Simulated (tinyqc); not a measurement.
Inside a calculation. Method: UHF in the sto-6g basis, for H3, spin multiplicity 2. One step of it, computed by the program tinyqc.

Task: Iteration 3: DIIS coefficients. Solve [B -1; -1 0][c; lambda] = [0; -1] for the coefficients, which sum to one.

B (overlaps of the stored error matrices):
```
               1              2              3
1  1.1272166e-01  2.3803420e-02  7.1064366e-03
2  2.3803420e-02  1.0202057e-02  5.1105770e-03
3  7.1064366e-03  5.1105770e-03  2.9659366e-03
```

Give: DIIS coefficients.

Result:

DIIS coefficients: 0.2178  -1.8035  2.5857
